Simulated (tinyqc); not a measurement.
Pump-down curve: gas flow in a process chamber: flow regimes, conductance, effective pumping speed, pump-down, outgassing and purge. Computed by tinyqc, a small Python program. Command: `OMP_NUM_THREADS=1 python tinyqc.py 3121001 3121002 out.jsonl pump walk`. One thread of a shared host (Intel(R) Xeon(R) Processor @ 2.30GHz), about 0.07 s of CPU time with the checks.

Ideal gas, isothermal flow, a pump of constant speed at the end of a round pipe; process gas, volume gas and outgassing are given the same properties. 1 sccm = 101325 Pa x 1e-6 m^3/60 s x T/273.15 K.

Inputs (values chosen for the exercise, modelled on water vapour near room temperature): molar mass M = 18.02 g/mol; molecular diameter = 0.46 nm; viscosity eta = 9.9 micropascal s; temperature T = 293 K; chamber volume V = 120 L; wall area = 0.66 m^2; pipe diameter d = 4 cm; pipe length l = 16 cm; pump speed S = 29 L/s; outgassing rate after 1 h = 2.6e-06 Pa m^3/(s m^2); outgassing exponent n = 0.81; starting pressure p0 = 180 Pa.

Constants: k_B = 1.380649e-23 J/K; u = 1.6605390666e-27 kg.

Method:
- Mean speed c = sqrt(8 k_B T/(pi m)); aperture conductance C_a = c pi d^2/16; molecular pipe C_m = C_a/(1 + 3 l/(4 d)) (Dushman form); viscous pipe C_v = pi d^4 p_mean/(128 eta l); Knudsen interpolation C = C_v + C_m (1 + x)/(1 + 1.24 x), x = d p_mean sqrt(m/(k_B T))/eta.
- Effective speed 1/S_eff = 1/S + 1/C_m; time constant V/S_eff; pressure at which the free path k_B T/(sqrt2 pi d_m^2 p) equals d.
- Pump-down: V dp/dt = -S_eff(p) p + q(t) A, with S_eff = S p_2/p, where p_2 solves C((p + p_2)/2) (p - p_2) = S p_2 at each moment, and q(t) = q_1 (1 h/(t + 10 s))^n; integrated adaptively. At long times p = q(t) A/S_eff.
- S_eff(p) is tabulated at 260 pressures and interpolated in ln p. Comparison columns: p0 exp(-t/time constant) with the molecular S_eff (0 below 1e-26 p0), and the outgassing limit.

time constant = 6.74197 s

S_eff in molecular flow = 17.7989 L/s

Pressure against time:
```
t (s)       p (Pa)  S_eff (L/s)  volume gas only (Pa)  outgassing limit (Pa)
0.3     1.6746e+02       28.874            1.7217e+02             1.1075e-02
1       1.4151e+02       28.851            1.5519e+02             1.0500e-02
3       8.7555e+01       28.761            1.1535e+02             9.1714e-03
10      1.6702e+01       27.824            4.0842e+01             6.4698e-03
30      3.6621e-01       18.462            2.1027e+00             3.6903e-03
100     1.7315e-03       17.782            6.5106e-05             1.6263e-03
300     7.1582e-04       17.792            8.5175e-18             7.0263e-04
1000    2.7143e-04       17.796                     0             2.6992e-04
3600    9.6345e-05       17.798                     0             9.6194e-05
20000   2.4035e-05       17.799                     0             2.4028e-05
100000  6.5271e-06       17.799                     0             6.5267e-06
```

What follows from these numbers?

From t = 100 s on the pressure is within 20 % of the outgassing limit, which falls only as (t + 10 s)^-0.81: walls, not volume, set the time to base pressure. Early on viscous flow raises S_eff to 28.9 L/s, 1.6 times its molecular value.
